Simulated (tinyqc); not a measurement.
Small-signal admittance of a forward-biased p+-n diode: two steps of the calculation.

Holes injected into a neutral base of width wb with an ohmic contact at its end; low injection, p0 far above the equilibrium density. A small voltage v exp(i w t), w = 2 pi f, modulates the edge density by p0 v/Vt, and the small-signal density obeys Dp d2p/dx2 = (1/tau + i w) p.

Values chosen for this exercise; permittivity close to that of silicon:
- T = 300 K (temperature)
- eps_r = 11.7 (relative permittivity)
- Nd = 2.1e16 cm^-3 (donor density of the base)
- Dp = 6.9 cm^2/s (hole diffusion coefficient)
- tau = 2e-9 s (hole lifetime)
- wb = 0.83 um (width of the neutral base)
- p0 = 5.2e13 cm^-3 (excess hole density at the junction edge)
- Na = 4e19 cm^-3 (acceptor density of the p+ side)
- f = 8.6e8 Hz (signal frequency)

Constants: q = 1.602176634e-19 C, kB = 1.380649e-23 J/K, Vt = kB T/q, eps0 = 8.8541878128e-14 F/cm where lengths are in cm. Results are converted to the units shown.

Task 1. Closed-form admittance. L = sqrt(Dp tau); direct current J = (q Dp p0/L) coth(wb/L); k = sqrt(1 + i w tau)/L; diffusion admittance Y = (q Dp p0/Vt) k coth(k wb) = G + i w C_diff; junction capacitance C_j = sqrt(q eps0 eps_r Nd/(2 Vr)) in the depletion approximation, with the remaining barrier Vr = Vt ln(Na/p0), a rough value under forward bias; base-width modulation is left out.

Wanted: L; J; k wb; Y; C_diff; C_j.

Result 1.

L = 1.175 um
J = 0.8042 A/cm^2
k wb = 1.720+1.568i
Y = 43.23+39.39i S/cm^2
C_diff = 0.007290 uF/cm^2
C_j = 0.07053 uF/cm^2

G is 1.39 times its low-frequency value J/Vt, and C_diff is 0.103 times C_j.

Task 2. The same by finite differences. 7 equal intervals, h = wb/7; u = small-signal density over its edge value, u_0 = 1, u_7 = 0; u_(i-1) + b u_i + u_(i+1) = 0 with b = -2 - h^2 (1/tau + i w)/Dp; Y = (q Dp p0/(Vt h)) (-b/2 - u_1), which includes the half box at the edge.

Wanted: b; u; Y on the mesh.

Result 2.

b = -2.010-0.110i

```
node,u
1,0.7767-0.1584i
2,0.5788-0.2328i
3,0.4124-0.2460i
4,0.2773-0.2162i
5,0.1688-0.1581i
6,0.0794-0.0830i
```

Y on the mesh = 42.83+40.02i S/cm^2

Numbers from tinyqc (`OMP_NUM_THREADS=1 python tinyqc.py 2890105 2890106 out.jsonl`; about 0.01 s on one thread of a shared Intel Xeon 2.30GHz).
